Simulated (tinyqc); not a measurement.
Worked calculation (part 1 of 2): UHF in the sto-6g basis, for Li, spin multiplicity 2. This run ends on a higher stationary point, not on the lowest solution. Computed by tinyqc, a small Python program that keeps every step (integrals from PySCF). Settings: charge = 0, multiplicity = 2, basis = sto-6g, energy threshold = 1e-10, iteration cap = 77, orthogonalisation = symmetric, start = Wolfsberg-Helmholz matrix, DIIS depth = 8, DIIS from iteration = 3, damping = 0.7, method = UHF. Command: `OMP_NUM_THREADS=1 python tinyqc.py 27793 27794 out.jsonl` (the two numbers bound the seeds that draw the settings). One thread of a shared host (Intel(R) Xeon(R) Processor @ 2.60GHz), about 0.08 s of CPU time with the checks. Later iterations appear only in the table of the cycle.

## One-electron integrals

Geometry (angstrom):
```
atom,x,y,z
Li,0.00000,0.00000,0.00000
```

Basis sto-6g: exponents (1/bohr^2) and contraction coefficients of normalised primitives:
```
element,l (shell),exponent,coefficient
Li,s (1),167.17585,0.00916
Li,s (1),30.65151,0.04936
Li,s (1),8.57519,0.16854
Li,s (1),2.94581,0.37056
Li,s (1),1.14394,0.41649
Li,s (1),0.47114,0.13033
Li,s (2),6.59756,-0.01325
Li,s (2),1.30583,-0.04699
Li,s (2),0.40585,-0.03379
Li,s (2),0.15615,0.25024
Li,s (2),0.06781,0.59512
Li,s (2),0.03108,0.24071
Li,p (3),6.59756,0.00376
Li,p (3),1.30583,0.03768
Li,p (3),0.40585,0.17390
Li,p (3),0.15615,0.41804
Li,p (3),0.06781,0.42586
Li,p (3),0.03108,0.10171
```

Overlap, kinetic and nuclear-attraction integrals over the contracted functions; the nuclear repulsion is the sum of Za Zb / Rab.

nuclear repulsion = 0 hartree

overlap S:
```
,1Li 1s,1Li 2s,1Li 2px,1Li 2py,1Li 2pz
1Li 1s,1.00000,0.23574,0.00000,0.00000,0.00000
1Li 2s,0.23574,1.00000,0.00000,0.00000,0.00000
1Li 2px,0.00000,0.00000,1.00000,0.00000,0.00000
1Li 2py,0.00000,0.00000,0.00000,1.00000,0.00000
1Li 2pz,0.00000,0.00000,0.00000,0.00000,1.00000
```

kinetic energy T (hartree):
```
,1Li 1s,1Li 2s,1Li 2px,1Li 2py,1Li 2pz
1Li 1s,3.61674,-0.11072,0.00000,0.00000,0.00000
1Li 2s,-0.11072,0.10652,0.00000,0.00000,0.00000
1Li 2px,0.00000,0.00000,0.32001,0.00000,0.00000
1Li 2py,0.00000,0.00000,0.00000,0.32001,0.00000
1Li 2pz,0.00000,0.00000,0.00000,0.00000,0.32001
```

nuclear attraction V (hartree):
```
,1Li 1s,1Li 2s,1Li 2px,1Li 2py,1Li 2pz
1Li 1s,-8.06714,-0.82836,0.00000,0.00000,0.00000
1Li 2s,-0.82836,-1.20005,0.00000,0.00000,0.00000
1Li 2px,0.00000,0.00000,-1.19999,0.00000,0.00000
1Li 2py,0.00000,0.00000,0.00000,-1.19999,0.00000
1Li 2pz,0.00000,0.00000,0.00000,0.00000,-1.19999
```

core Hamiltonian H = T + V (hartree):
```
,1Li 1s,1Li 2s,1Li 2px,1Li 2py,1Li 2pz
1Li 1s,-4.45040,-0.93908,0.00000,0.00000,0.00000
1Li 2s,-0.93908,-1.09352,0.00000,0.00000,0.00000
1Li 2px,0.00000,0.00000,-0.87998,0.00000,0.00000
1Li 2py,0.00000,0.00000,0.00000,-0.87998,0.00000
1Li 2pz,0.00000,0.00000,0.00000,0.00000,-0.87998
```

## Two-electron integrals

Functions are numbered as in S; the eight-fold symmetry (ij|kl) = (ji|kl) = (kl|ij) leaves the list below.

Two-electron integrals (ij|kl) in chemists' order, unique and non-zero (hartree):
```
i,j,k,l,(ij|kl)
1,1,1,1,1.68125
2,1,1,1,0.24260
2,1,2,1,0.04451
2,2,1,1,0.39719
2,2,2,1,0.09028
2,2,2,2,0.29062
3,1,3,1,0.00944
3,2,3,1,0.01426
3,2,3,2,0.06424
3,3,1,1,0.39719
3,3,2,1,0.09028
3,3,2,2,0.29062
3,3,3,3,0.31312
4,1,4,1,0.00944
4,2,4,1,0.01426
4,2,4,2,0.06424
4,3,4,3,0.01688
4,4,1,1,0.39719
4,4,2,1,0.09028
4,4,2,2,0.29062
4,4,3,3,0.27937
4,4,4,4,0.31312
5,1,5,1,0.00944
5,2,5,1,0.01426
5,2,5,2,0.06424
5,3,5,3,0.01688
5,4,5,4,0.01688
5,5,1,1,0.39719
5,5,2,1,0.09028
5,5,2,2,0.29062
5,5,3,3,0.27937
5,5,4,4,0.27937
5,5,5,5,0.31312
```

## Orthogonalisation

S = U s U^T; symmetric (Loewdin) form X = U s^(-1/2) U^T, so that X^T S X = 1.

eigenvalues of S: 0.76426  1.00000  1.00000  1.00000  1.23574

X:
```
,1Li 1s,1Li 2s,1Li 2px,1Li 2py,1Li 2pz
1Li 1s,1.02173,-0.12215,0.00000,0.00000,0.00000
1Li 2s,-0.12215,1.02173,0.00000,0.00000,0.00000
1Li 2px,0.00000,0.00000,1.00000,0.00000,0.00000
1Li 2py,0.00000,0.00000,0.00000,1.00000,0.00000
1Li 2pz,0.00000,0.00000,0.00000,0.00000,1.00000
```

## Starting guess

The start is the generalised Wolfsberg-Helmholz matrix (K = 1.75) built on H; D(s) = C_occ C_occ^T for each spin.

D(alpha) at the start:
```
,1Li 1s,1Li 2s,1Li 2px,1Li 2py,1Li 2pz
1Li 1s,0.98625,0.02754,0.00000,0.00000,0.00000
1Li 2s,0.02754,0.00077,0.00000,0.00000,0.00000
1Li 2px,0.00000,0.00000,1.00000,0.00000,0.00000
1Li 2py,0.00000,0.00000,0.00000,0.00000,0.00000
1Li 2pz,0.00000,0.00000,0.00000,0.00000,0.00000
```

D(beta) at the start:
```
,1Li 1s,1Li 2s,1Li 2px,1Li 2py,1Li 2pz
1Li 1s,0.98625,0.02754,0.00000,0.00000,0.00000
1Li 2s,0.02754,0.00077,0.00000,0.00000,0.00000
1Li 2px,0.00000,0.00000,0.00000,0.00000,0.00000
1Li 2py,0.00000,0.00000,0.00000,0.00000,0.00000
1Li 2pz,0.00000,0.00000,0.00000,0.00000,0.00000
```

## Iteration 1: building the Fock matrix

J_ij = sum D_kl (ij|kl) with D = D(alpha) + D(beta), K_ij = sum D_kl (ik|jl) for each spin; F = H + J - K(s); E = tr D H + tr D J / 2 - 0.5 sum_s tr D(s) K(s) + E_nn.

Coulomb J (hartree):
```
,1Li 1s,1Li 2s,1Li 2px,1Li 2py,1Li 2pz
1Li 1s,3.74077,0.57385,0.00000,0.00000,0.00000
1Li 2s,0.57385,1.08447,0.00000,0.00000,0.00000
1Li 2px,0.00000,0.00000,1.10697,0.00000,0.00000
1Li 2py,0.00000,0.00000,0.00000,1.07322,0.00000
1Li 2pz,0.00000,0.00000,0.00000,0.00000,1.07322
```

exchange K(alpha) (hartree):
```
,1Li 1s,1Li 2s,1Li 2px,1Li 2py,1Li 2pz
1Li 1s,1.68096,0.26576,0.00000,0.00000,0.00000
1Li 2s,0.26576,0.11333,0.00000,0.00000,0.00000
1Li 2px,0.00000,0.00000,0.32327,0.00000,0.00000
1Li 2py,0.00000,0.00000,0.00000,0.02702,0.00000
1Li 2pz,0.00000,0.00000,0.00000,0.00000,0.02702
```

exchange K(beta) (hartree):
```
,1Li 1s,1Li 2s,1Li 2px,1Li 2py,1Li 2pz
1Li 1s,1.67152,0.25150,0.00000,0.00000,0.00000
1Li 2s,0.25150,0.04909,0.00000,0.00000,0.00000
1Li 2px,0.00000,0.00000,0.01014,0.00000,0.00000
1Li 2py,0.00000,0.00000,0.00000,0.01014,0.00000
1Li 2pz,0.00000,0.00000,0.00000,0.00000,0.01014
```

F(alpha) (hartree):
```
,1Li 1s,1Li 2s,1Li 2px,1Li 2py,1Li 2pz
1Li 1s,-2.39059,-0.63099,0.00000,0.00000,0.00000
1Li 2s,-0.63099,-0.12238,0.00000,0.00000,0.00000
1Li 2px,0.00000,0.00000,-0.09628,0.00000,0.00000
1Li 2py,0.00000,0.00000,0.00000,0.16622,0.00000
1Li 2pz,0.00000,0.00000,0.00000,0.00000,0.16622
```

F(beta) (hartree):
```
,1Li 1s,1Li 2s,1Li 2px,1Li 2py,1Li 2pz
1Li 1s,-2.38115,-0.61673,0.00000,0.00000,0.00000
1Li 2s,-0.61673,-0.05814,0.00000,0.00000,0.00000
1Li 2px,0.00000,0.00000,0.21684,0.00000,0.00000
1Li 2py,0.00000,0.00000,0.00000,0.18309,0.00000
1Li 2pz,0.00000,0.00000,0.00000,0.00000,0.18309
```

total energy of this density = -7.3173750 hartree

This density is the starting one.

## Iteration 1: diagonalisation and new density

Diagonalise F' = X^T F X, C = X C', fill 2 alpha and 1 beta electrons from the bottom; D(s) = C_occ C_occ^T; the new density keeps 0.7 of the old one (damping). Each column has its largest component positive (the first on a tie).

F' = X^T F X (alpha) (hartree):
```
,1,2,3,4,5
1,-2.33991,-0.35449,0.00000,0.00000,0.00000
2,-0.35449,-0.00592,0.00000,0.00000,0.00000
3,0.00000,0.00000,-0.09628,0.00000,0.00000
4,0.00000,0.00000,0.00000,0.16622,0.00000
5,0.00000,0.00000,0.00000,0.00000,0.16622
```

orbital energies (alpha) (hartree): MO1 -2.39256, MO2 -0.09628, MO3 0.04673, MO4 0.16622, MO5 0.16622

coefficients C (alpha):
```
,MO1,MO2,MO3,MO4,MO5
1Li 1s,0.99269,0.00000,-0.27094,0.00000,0.00000
1Li 2s,0.02928,0.00000,1.02859,0.00000,0.00000
1Li 2px,0.00000,1.00000,0.00000,0.00000,0.00000
1Li 2py,0.00000,0.00000,0.00000,1.00000,0.00000
1Li 2pz,0.00000,0.00000,0.00000,0.00000,1.00000
```

F' = X^T F X (beta) (hartree):
```
,1,2,3,4,5
1,-2.33266,-0.34858,0.00000,0.00000,0.00000
2,-0.34858,0.05772,0.00000,0.00000,0.00000
3,0.00000,0.00000,0.21684,0.00000,0.00000
4,0.00000,0.00000,0.00000,0.18309,0.00000
5,0.00000,0.00000,0.00000,0.00000,0.18309
```

orbital energies (beta) (hartree): MO1 -2.38245, MO2 0.10751, MO3 0.18309, MO4 0.18309, MO5 0.21684

coefficients C (beta):
```
,MO1,MO2,MO3,MO4,MO5
1Li 1s,0.99418,-0.26541,0.00000,0.00000,0.00000
1Li 2s,0.02356,1.02873,0.00000,0.00000,0.00000
1Li 2px,0.00000,0.00000,0.00000,0.00000,1.00000
1Li 2py,0.00000,0.00000,1.00000,0.00000,0.00000
1Li 2pz,0.00000,0.00000,0.00000,1.00000,0.00000
```

D(alpha) after iteration 1:
```
,1Li 1s,1Li 2s,1Li 2px,1Li 2py,1Li 2pz
1Li 1s,0.98600,0.02800,0.00000,0.00000,0.00000
1Li 2s,0.02800,0.00080,0.00000,0.00000,0.00000
1Li 2px,0.00000,0.00000,1.00000,0.00000,0.00000
1Li 2py,0.00000,0.00000,0.00000,0.00000,0.00000
1Li 2pz,0.00000,0.00000,0.00000,0.00000,0.00000
```

D(beta) after iteration 1:
```
,1Li 1s,1Li 2s,1Li 2px,1Li 2py,1Li 2pz
1Li 1s,0.98689,0.02630,0.00000,0.00000,0.00000
1Li 2s,0.02630,0.00070,0.00000,0.00000,0.00000
1Li 2px,0.00000,0.00000,0.00000,0.00000,0.00000
1Li 2py,0.00000,0.00000,0.00000,0.00000,0.00000
1Li 2pz,0.00000,0.00000,0.00000,0.00000,0.00000
```

Within a degenerate level the vectors are fixed only up to a rotation; this is one choice.

## Iteration 2: building the Fock matrix

As before.

Coulomb J (hartree):
```
,1Li 1s,1Li 2s,1Li 2px,1Li 2py,1Li 2pz
1Li 1s,3.74106,0.57388,0.00000,0.00000,0.00000
1Li 2s,0.57388,1.08448,0.00000,0.00000,0.00000
1Li 2px,0.00000,0.00000,1.10698,0.00000,0.00000
1Li 2py,0.00000,0.00000,0.00000,1.07323,0.00000
1Li 2pz,0.00000,0.00000,0.00000,0.00000,1.07323
```

exchange K(alpha) (hartree):
```
,1Li 1s,1Li 2s,1Li 2px,1Li 2py,1Li 2pz
1Li 1s,1.68077,0.26591,0.00000,0.00000,0.00000
1Li 2s,0.26591,0.11341,0.00000,0.00000,0.00000
1Li 2px,0.00000,0.00000,0.32328,0.00000,0.00000
1Li 2py,0.00000,0.00000,0.00000,0.02703,0.00000
1Li 2pz,0.00000,0.00000,0.00000,0.00000,0.02703
```

exchange K(beta) (hartree):
```
,1Li 1s,1Li 2s,1Li 2px,1Li 2py,1Li 2pz
1Li 1s,1.67201,0.25111,0.00000,0.00000,0.00000
1Li 2s,0.25111,0.04888,0.00000,0.00000,0.00000
1Li 2px,0.00000,0.00000,0.01011,0.00000,0.00000
1Li 2py,0.00000,0.00000,0.00000,0.01011,0.00000
1Li 2pz,0.00000,0.00000,0.00000,0.00000,0.01011
```

F(alpha) (hartree):
```
,1Li 1s,1Li 2s,1Li 2px,1Li 2py,1Li 2pz
1Li 1s,-2.39011,-0.63111,0.00000,0.00000,0.00000
1Li 2s,-0.63111,-0.12245,0.00000,0.00000,0.00000
1Li 2px,0.00000,0.00000,-0.09628,0.00000,0.00000
1Li 2py,0.00000,0.00000,0.00000,0.16622,0.00000
1Li 2pz,0.00000,0.00000,0.00000,0.00000,0.16622
```

F(beta) (hartree):
```
,1Li 1s,1Li 2s,1Li 2px,1Li 2py,1Li 2pz
1Li 1s,-2.38135,-0.61631,0.00000,0.00000,0.00000
1Li 2s,-0.61631,-0.05792,0.00000,0.00000,0.00000
1Li 2px,0.00000,0.00000,0.21689,0.00000,0.00000
1Li 2py,0.00000,0.00000,0.00000,0.18314,0.00000
1Li 2pz,0.00000,0.00000,0.00000,0.00000,0.18314
```

total energy of this density = -7.3173896 hartree

This density is a damped mixture and is not idempotent.

## Iteration 2: diagonalisation and new density

As before.

F' = X^T F X (alpha) (hartree):
```
,1,2,3,4,5
1,-2.33939,-0.35466,0.00000,0.00000,0.00000
2,-0.35466,-0.00596,0.00000,0.00000,0.00000
3,0.00000,0.00000,-0.09628,0.00000,0.00000
4,0.00000,0.00000,0.00000,0.16622,0.00000
5,0.00000,0.00000,0.00000,0.00000,0.16622
```

orbital energies (alpha) (hartree): MO1 -2.39210, MO2 -0.09628, MO3 0.04676, MO4 0.16622, MO5 0.16622

coefficients C (alpha):
```
,MO1,MO2,MO3,MO4,MO5
1Li 1s,0.99266,0.00000,-0.27104,0.00000,0.00000
1Li 2s,0.02939,0.00000,1.02858,0.00000,0.00000
1Li 2px,0.00000,1.00000,0.00000,0.00000,0.00000
1Li 2py,0.00000,0.00000,0.00000,1.00000,0.00000
1Li 2pz,0.00000,0.00000,0.00000,0.00000,1.00000
```

F' = X^T F X (beta) (hartree):
```
,1,2,3,4,5
1,-2.33297,-0.34814,0.00000,0.00000,0.00000
2,-0.34814,0.05784,0.00000,0.00000,0.00000
3,0.00000,0.00000,0.21689,0.00000,0.00000
4,0.00000,0.00000,0.00000,0.18314,0.00000
5,0.00000,0.00000,0.00000,0.00000,0.18314
```

orbital energies (beta) (hartree): MO1 -2.38263, MO2 0.10751, MO3 0.18314, MO4 0.18314, MO5 0.21689

coefficients C (beta):
```
,MO1,MO2,MO3,MO4,MO5
1Li 1s,0.99423,-0.26522,0.00000,0.00000,0.00000
1Li 2s,0.02336,1.02874,0.00000,0.00000,0.00000
1Li 2px,0.00000,0.00000,0.00000,0.00000,1.00000
1Li 2py,0.00000,0.00000,1.00000,0.00000,0.00000
1Li 2pz,0.00000,0.00000,0.00000,1.00000,0.00000
```

D(alpha) after iteration 2:
```
,1Li 1s,1Li 2s,1Li 2px,1Li 2py,1Li 2pz
1Li 1s,0.98582,0.02835,0.00000,0.00000,0.00000
1Li 2s,0.02835,0.00082,0.00000,0.00000,0.00000
1Li 2px,0.00000,0.00000,1.00000,0.00000,0.00000
1Li 2py,0.00000,0.00000,0.00000,0.00000,0.00000
1Li 2pz,0.00000,0.00000,0.00000,0.00000,0.00000
```

D(beta) after iteration 2:
```
,1Li 1s,1Li 2s,1Li 2px,1Li 2py,1Li 2pz
1Li 1s,0.98738,0.02538,0.00000,0.00000,0.00000
1Li 2s,0.02538,0.00066,0.00000,0.00000,0.00000
1Li 2px,0.00000,0.00000,0.00000,0.00000,0.00000
1Li 2py,0.00000,0.00000,0.00000,0.00000,0.00000
1Li 2pz,0.00000,0.00000,0.00000,0.00000,0.00000
```

Within a degenerate level the vectors are fixed only up to a rotation; this is one choice.

## Iteration 3: building the Fock matrix

As before.

Coulomb J (hartree):
```
,1Li 1s,1Li 2s,1Li 2px,1Li 2py,1Li 2pz
1Li 1s,3.74127,0.57390,0.00000,0.00000,0.00000
1Li 2s,0.57390,1.08449,0.00000,0.00000,0.00000
1Li 2px,0.00000,0.00000,1.10699,0.00000,0.00000
1Li 2py,0.00000,0.00000,0.00000,1.07324,0.00000
1Li 2pz,0.00000,0.00000,0.00000,0.00000,1.07324
```

exchange K(alpha) (hartree):
```
,1Li 1s,1Li 2s,1Li 2px,1Li 2py,1Li 2pz
1Li 1s,1.68063,0.26602,0.00000,0.00000,0.00000
1Li 2s,0.26602,0.11347,0.00000,0.00000,0.00000
1Li 2px,0.00000,0.00000,0.32329,0.00000,0.00000
1Li 2py,0.00000,0.00000,0.00000,0.02704,0.00000
1Li 2pz,0.00000,0.00000,0.00000,0.00000,0.02704
```

exchange K(beta) (hartree):
```
,1Li 1s,1Li 2s,1Li 2px,1Li 2py,1Li 2pz
1Li 1s,1.67237,0.25081,0.00000,0.00000,0.00000
1Li 2s,0.25081,0.04872,0.00000,0.00000,0.00000
1Li 2px,0.00000,0.00000,0.01008,0.00000,0.00000
1Li 2py,0.00000,0.00000,0.00000,0.01008,0.00000
1Li 2pz,0.00000,0.00000,0.00000,0.00000,0.01008
```

F(alpha) (hartree):
```
,1Li 1s,1Li 2s,1Li 2px,1Li 2py,1Li 2pz
1Li 1s,-2.38976,-0.63121,0.00000,0.00000,0.00000
1Li 2s,-0.63121,-0.12250,0.00000,0.00000,0.00000
1Li 2px,0.00000,0.00000,-0.09629,0.00000,0.00000
1Li 2py,0.00000,0.00000,0.00000,0.16621,0.00000
1Li 2pz,0.00000,0.00000,0.00000,0.00000,0.16621
```

F(beta) (hartree):
```
,1Li 1s,1Li 2s,1Li 2px,1Li 2py,1Li 2pz
1Li 1s,-2.38150,-0.61600,0.00000,0.00000,0.00000
1Li 2s,-0.61600,-0.05775,0.00000,0.00000,0.00000
1Li 2px,0.00000,0.00000,0.21692,0.00000,0.00000
1Li 2py,0.00000,0.00000,0.00000,0.18317,0.00000
1Li 2pz,0.00000,0.00000,0.00000,0.00000,0.18317
```

total energy of this density = -7.3174008 hartree

This density is a damped mixture and is not idempotent.

## Iteration 3: diagonalisation and new density

As before.

F' = X^T F X (alpha) (hartree):
```
,1,2,3,4,5
1,-2.33900,-0.35480,0.00000,0.00000,0.00000
2,-0.35480,-0.00598,0.00000,0.00000,0.00000
3,0.00000,0.00000,-0.09629,0.00000,0.00000
4,0.00000,0.00000,0.00000,0.16621,0.00000
5,0.00000,0.00000,0.00000,0.00000,0.16621
```

orbital energies (alpha) (hartree): MO1 -2.39176, MO2 -0.09629, MO3 0.04678, MO4 0.16621, MO5 0.16621

coefficients C (alpha):
```
,MO1,MO2,MO3,MO4,MO5
1Li 1s,0.99264,0.00000,-0.27112,0.00000,0.00000
1Li 2s,0.02947,0.00000,1.02858,0.00000,0.00000
1Li 2px,0.00000,1.00000,0.00000,0.00000,0.00000
1Li 2py,0.00000,0.00000,0.00000,1.00000,0.00000
1Li 2pz,0.00000,0.00000,0.00000,0.00000,1.00000
```

F' = X^T F X (beta) (hartree):
```
,1,2,3,4,5
1,-2.33320,-0.34781,0.00000,0.00000,0.00000
2,-0.34781,0.05794,0.00000,0.00000,0.00000
3,0.00000,0.00000,0.21692,0.00000,0.00000
4,0.00000,0.00000,0.00000,0.18317,0.00000
5,0.00000,0.00000,0.00000,0.00000,0.18317
```

orbital energies (beta) (hartree): MO1 -2.38276, MO2 0.10750, MO3 0.18317, MO4 0.18317, MO5 0.21692

coefficients C (beta):
```
,MO1,MO2,MO3,MO4,MO5
1Li 1s,0.99427,-0.26508,0.00000,0.00000,0.00000
1Li 2s,0.02321,1.02874,0.00000,0.00000,0.00000
1Li 2px,0.00000,0.00000,0.00000,0.00000,1.00000
1Li 2py,0.00000,0.00000,1.00000,0.00000,0.00000
1Li 2pz,0.00000,0.00000,0.00000,1.00000,0.00000
```

D(alpha) after iteration 3:
```
,1Li 1s,1Li 2s,1Li 2px,1Li 2py,1Li 2pz
1Li 1s,0.98567,0.02862,0.00000,0.00000,0.00000
1Li 2s,0.02862,0.00083,0.00000,0.00000,0.00000
1Li 2px,0.00000,0.00000,1.00000,0.00000,0.00000
1Li 2py,0.00000,0.00000,0.00000,0.00000,0.00000
1Li 2pz,0.00000,0.00000,0.00000,0.00000,0.00000
```

D(beta) after iteration 3:
```
,1Li 1s,1Li 2s,1Li 2px,1Li 2py,1Li 2pz
1Li 1s,0.98774,0.02469,0.00000,0.00000,0.00000
1Li 2s,0.02469,0.00062,0.00000,0.00000,0.00000
1Li 2px,0.00000,0.00000,0.00000,0.00000,0.00000
1Li 2py,0.00000,0.00000,0.00000,0.00000,0.00000
1Li 2pz,0.00000,0.00000,0.00000,0.00000,0.00000
```

Within a degenerate level the vectors are fixed only up to a rotation; this is one choice.

## Iteration 4: building the Fock matrix

As before.

Coulomb J (hartree):
```
,1Li 1s,1Li 2s,1Li 2px,1Li 2py,1Li 2pz
1Li 1s,3.74143,0.57391,0.00000,0.00000,0.00000
1Li 2s,0.57391,1.08449,0.00000,0.00000,0.00000
1Li 2px,0.00000,0.00000,1.10699,0.00000,0.00000
1Li 2py,0.00000,0.00000,0.00000,1.07324,0.00000
1Li 2pz,0.00000,0.00000,0.00000,0.00000,1.07324
```

exchange K(alpha) (hartree):
```
,1Li 1s,1Li 2s,1Li 2px,1Li 2py,1Li 2pz
1Li 1s,1.68052,0.26611,0.00000,0.00000,0.00000
1Li 2s,0.26611,0.11352,0.00000,0.00000,0.00000
1Li 2px,0.00000,0.00000,0.32330,0.00000,0.00000
1Li 2py,0.00000,0.00000,0.00000,0.02705,0.00000
1Li 2pz,0.00000,0.00000,0.00000,0.00000,0.02705
```

exchange K(beta) (hartree):
```
,1Li 1s,1Li 2s,1Li 2px,1Li 2py,1Li 2pz
1Li 1s,1.67264,0.25059,0.00000,0.00000,0.00000
1Li 2s,0.25059,0.04860,0.00000,0.00000,0.00000
1Li 2px,0.00000,0.00000,0.01007,0.00000,0.00000
1Li 2py,0.00000,0.00000,0.00000,0.01007,0.00000
1Li 2pz,0.00000,0.00000,0.00000,0.00000,0.01007
```

F(alpha) (hartree):
```
,1Li 1s,1Li 2s,1Li 2px,1Li 2py,1Li 2pz
1Li 1s,-2.38950,-0.63128,0.00000,0.00000,0.00000
1Li 2s,-0.63128,-0.12255,0.00000,0.00000,0.00000
1Li 2px,0.00000,0.00000,-0.09629,0.00000,0.00000
1Li 2py,0.00000,0.00000,0.00000,0.16621,0.00000
1Li 2pz,0.00000,0.00000,0.00000,0.00000,0.16621
```

F(beta) (hartree):
```
,1Li 1s,1Li 2s,1Li 2px,1Li 2py,1Li 2pz
1Li 1s,-2.38161,-0.61576,0.00000,0.00000,0.00000
1Li 2s,-0.61576,-0.05763,0.00000,0.00000,0.00000
1Li 2px,0.00000,0.00000,0.21694,0.00000,0.00000
1Li 2py,0.00000,0.00000,0.00000,0.18319,0.00000
1Li 2pz,0.00000,0.00000,0.00000,0.00000,0.18319
```

total energy of this density = -7.3174091 hartree

This density is a damped mixture and is not idempotent.

## Iteration 4: DIIS over 2 matrices

error matrix X^T (FDS - SDF) X (alpha):
```
,1,2,3,4,5
1,0.00000,0.00166,0.00000,0.00000,0.00000
2,-0.00166,0.00000,0.00000,0.00000,0.00000
3,0.00000,0.00000,0.00000,0.00000,0.00000
4,0.00000,0.00000,0.00000,0.00000,0.00000
5,0.00000,0.00000,0.00000,0.00000,0.00000
```

B (overlaps of the stored error matrices):
```
,1,2
1,7.3151828e-05,5.4907120e-05
2,5.4907120e-05,4.1215726e-05
```

Minimise |sum c_i e_i|^2 with sum c_i = 1: solve [B -1; -1 0][c; lambda] = [0; -1] with B_ij = tr e_i^T e_j summed over both spins, and take F = sum c_i F_i.

DIIS coefficients: -3.00691  4.00691

extrapolated F(alpha) (hartree):
```
,1Li 1s,1Li 2s,1Li 2px,1Li 2py,1Li 2pz
1Li 1s,-2.38871,-0.63150,0.00000,0.00000,0.00000
1Li 2s,-0.63150,-0.12267,0.00000,0.00000,0.00000
1Li 2px,0.00000,0.00000,-0.09630,0.00000,0.00000
1Li 2py,0.00000,0.00000,0.00000,0.16620,0.00000
1Li 2pz,0.00000,0.00000,0.00000,0.00000,0.16620
```

extrapolated F(beta) (hartree):
```
,1Li 1s,1Li 2s,1Li 2px,1Li 2py,1Li 2pz
1Li 1s,-2.38196,-0.61506,0.00000,0.00000,0.00000
1Li 2s,-0.61506,-0.05726,0.00000,0.00000,0.00000
1Li 2px,0.00000,0.00000,0.21701,0.00000,0.00000
1Li 2py,0.00000,0.00000,0.00000,0.18326,0.00000
1Li 2pz,0.00000,0.00000,0.00000,0.00000,0.18326
```
